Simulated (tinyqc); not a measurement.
Convergence with the energy grid: electron mobility of a polar semiconductor by Rode's iterative solution of the Boltzmann equation. Computed by tinyqc, a small Python program. Command: `OMP_NUM_THREADS=1 python tinyqc.py 3004274 3004275 out.jsonl rode sweep`. One thread of a shared host (Intel(R) Xeon(R) Processor @ 2.30GHz), about 0.05 s of CPU time with the checks.

The distribution is f(E) + e F l(E) (-df/dE) cos(theta) for a weak field F, theta counted from the force; l(E) is a mean free path. Elastic processes enter by their momentum rate, polar optical phonons by out- and in-scattering terms. One valley only: where upper valleys lie close, measured mobilities are lower. The density n is prescribed, even where a narrow-gap material would have more intrinsic carriers.

Inputs (values chosen for the exercise, for a model polar semiconductor):

| quantity | value | unit |
|---|---|---|
| effective mass m | 0.11 | m_0 |
| static permittivity eps_s | 15 | - |
| high-frequency permittivity eps_inf | 12.3 | - |
| density rho | 6570 | kg/m^3 |
| sound velocity v_l | 7550 | m/s |
| acoustic deformation potential D_A | 12 | eV |
| optical phonon energy hbar w | 25.7 | meV |
| piezoelectric coupling K | 0.024 | - |
| electron density n | 3.5e+17 | 1/cm^3 |
| compensation ratio C | 0 | - |
| temperature T | 300 | K |
| iteration cap | 200 | - |

Band: parabolic. Elastic processes: acoustic, piezoelectric, impurity.

Constants: k_B = 8.617333262e-05 eV/K; m_0 = 9.1093837015e-31 kg; e = 1.602176634e-19 C; hbar = 1.054571817e-34 J s; eps_0 = 8.8541878128e-12 F/m; k_B = 1.380649e-23 J/K; hbar = 6.582119569e-16 eV s.

Method:
- Parabolic band: E = hbar^2 k^2/(2 m), speed v = hbar k/m, states per spin, volume and energy g(E) = m k/(2 pi^2 hbar^2). Masses are multiplied by m_0 and all formulas are in SI units.
- The reduced Fermi level eta = E_F/(k_B T) solves n = 2 Z int g f dE with f = 1/(1 + exp(x - eta)) (Z = 1 unless valleys are given); screening length L_s = sqrt(eps_s eps_0 k_B T/(e^2 dn/deta)), dn/deta = 2 Z int g f (1 - f) dE.
- Integrals over x = E/(k_B T) use 160 Gauss-Legendre points in u = sqrt(x) from 0 to sqrt(max(eta, 0) + 32).
- N_I = n (1 + C)/(1 - C).
- Phonon occupation N_q = 1/(exp(hbar w/(k_B T)) - 1).
- Acoustic deformation potential (elastic, equipartition, absorption and emission together): 1/tau = 2 pi k_B T D_A^2 g(E)/(hbar rho v_l^2).
- Piezoelectric (elastic, unscreened, momentum relaxation): 1/tau = e^2 K^2 k_B T m (1 + 2 alpha E)/(2 pi eps_s eps_0 hbar^3 k), with alpha = 0 for a parabolic band.
- Singly charged impurities, momentum relaxation: 1/tau = N_I e^4 m (1 + 2 alpha E) Phi/(8 pi (eps_s eps_0)^2 hbar^3 k^3), with alpha = 0 for a parabolic band.
- Brooks-Herring: Phi = ln(1 + b) - b/(1 + b), b = 4 k^2 L_s^2.
- Polar optical, unscreened: W = e^2 w (1/eps_inf - 1/eps_s) m (1 + 2 alpha E') ln|(k + k')/(k - k')| / (4 pi eps_0 hbar^2 k), times N_q for absorption (E' = E + hbar w) and N_q + 1 for emission (E' = E - hbar w > 0), with alpha = 0 for a parabolic band; mean cosine of the angle <cos> = (k^2 + k'^2)/(2 k k') - 1/ln|(k + k')/(k - k')|.
- Energy grid E_j = (j + 1/2) hbar w/s, j = 0, 1, ..., up to (max(eta, 0) + 18) k_B T, so that E_j +/- hbar w are grid points; l = 0 beyond the grid; integrals are sums times the spacing.
- With f' = f(E'): out-scattering S_o = sum over absorption and emission of W (1 - f')/(1 - f); nu = sum of elastic rates; the in-scattering weights are c+ = W_abs <cos> (1 - f')/(1 - f) for E' = E + hbar w and c- likewise for emission.
- Iteration: l_new(E) = [v(E) + c+ l(E + hbar w) + c- l(E - hbar w)]/(nu + S_o), from l = 0.
- mu = e sum g v l f (1 - f) / (3 k_B T sum g f) over the grid; stop when mu changes by less than 1e-8 of itself.
- Self-energy RTA: l = v/(nu + S_o), the first iteration. Momentum RTA: l = v/(nu + S_o - c+ v(E + hbar w)/v - c- v(E - hbar w)/v), listed only where the denominator is positive on the whole grid. The polar-only value solves the same system with nu = 0; the elastic value takes l = v/nu.

One run for each value:

| grid points per phonon energy s | mobility mu (cm^2/(V s)) | polar-phonon mobility (cm^2/(V s)) | elastic mobility (cm^2/(V s)) |
|---|---|---|---|
| 2 | 1994.0 | 3225.1 | 6989.4 |
| 4 | 2024.5 | 3278.0 | 7065.0 |
| 6 | 2032.5 | 3293.6 | 7085.3 |
| 10 | 2037.7 | 3304.6 | 7098.7 |
| 16 | 2040.1 | 3309.8 | 7104.7 |
| 24 | 2041.2 | 3312.4 | 7107.4 |
| 40 | 2041.9 | 3314.1 | 7109.1 |

What does the table show, and why?

Over the rows, mobility mu (cm^2/(V s)) rises from 1990 to 2040 (exponent d ln y / d ln x 0.022 between the first rows and 6.7e-4 between the last); polar-phonon mobility (cm^2/(V s)) rises from 3230 to 3310 (exponent d ln y / d ln x 0.023 between the first rows and 0.0010 between the last); elastic mobility (cm^2/(V s)) rises from 6989 to 7109 (exponent d ln y / d ln x 0.016 between the first rows and 4.8e-4 between the last). Against the finest grid, mu is off by -2.3 % in the first row and -0.034 % in the last but one.
